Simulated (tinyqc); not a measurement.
Inside a calculation. Method: lattice vibrations of a chain. One step of it, computed by the program tinyqc.

Problem. Frequencies. omega^2 are the eigenvalues; wavenumber = 521.4708 sqrt(eigenvalue) 1/cm.

D(q) (eV/(angstrom^2 u)), lower triangle (Hermitian):
```
                     1          2          3         4
1             1.145161
2            -0.898902   2.449102
3             0.000000  -0.879288   1.444444
4  -0.069518-0.550291i   0.000000  -0.447071  0.821355
```

Give: eigenvalues; wavenumbers; weights |e|^2 of the mass-weighted modes.

Solution.

eigenvalues: 0.0739  0.8665  1.6262  3.2935

wavenumbers (1/cm): 141.7  485.4  665.0  946.4

weights |e|^2 of the mass-weighted modes:
```
        mode 1  mode 2  mode 3  mode 4
atom 1  0.3485  0.2208  0.2940  0.1366
atom 2  0.1166  0.1648  0.0416  0.6771
atom 3  0.1432  0.3218  0.3640  0.1710
atom 4  0.3917  0.2926  0.3004  0.0153
```
